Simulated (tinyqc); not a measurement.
## Tail temperature from the power law

Problem. When tail states hold most of the charge, the linear current goes as I = A (Vg - VT)^g with g = 2 Tt/T - 1. Find g, Tt and the tail width kB Tt.

Values chosen for this exercise: temperature T = 290 K.

Constants: q = 1.602176634e-19 C, kB = 1.380649e-23 J/K, Vt = kB T/q. Results are converted to the units shown.

I at Vg - VT = 4.3 and 6.4 V (nA): [72.170366, 130.15127]

Answer. g is the slope of ln I against ln(Vg - VT).

g = 1.483
Tt = 360.0 K
kB Tt = 31.02 meV

tinyqc, about 0.02 s, one thread, Intel Xeon 2.30GHz (shared host): `OMP_NUM_THREADS=1 python tinyqc.py 2610128 2610129 out.jsonl`
